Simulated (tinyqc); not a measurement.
Voltage acceleration of oxide breakdown, four models on the same data: one step of the calculation.

Field E = V/tox in MV/cm. Models: ln(t63/1 s) = a - c X with X = E (E model), -1/E (1/E model), ln V (power law, c the exponent n) or sqrt(E).

Question. Fitting the models. The three stress times were made with the 1/E model, c = 493, and are treated as data. For each model fit ln t63 on X by least squares over the three points.

Parameters, values chosen for the exercise: oxide thickness tox = 1.1 nm.

V, stress 0 to 2 (V): [1.42, 1.65, 1.91]
t63, stress 0 to 2 (s): [4.307e5, 2100, 23.94]

Find: c; a; largest misfit in ln t63 (0: below 0.002).

Answer.

c, model E to sqrt E: [2.193, 493.0, 33.06, 17.05]
a, model E to sqrt E: [41.02, -25.22, 24.45, 74.06]
largest misfit in ln t63 (0: below 0.002), model E to sqrt E: [0.4825, 0.0000, 0.2413, 0.3623]

The worst misfit of any model is 0.48 in ln t63, a factor of 1.62 in time, comparable to the scatter of t63 from small samples, so such data hardly tell the models apart.

Range of the model: All four laws are empirical fits; none is established far below the stress range.

Program tinyqc, `OMP_NUM_THREADS=1 python tinyqc.py 2070164 2070165 out.jsonl`; Intel Xeon 2.30GHz, shared host, one thread, about 0.01 s.
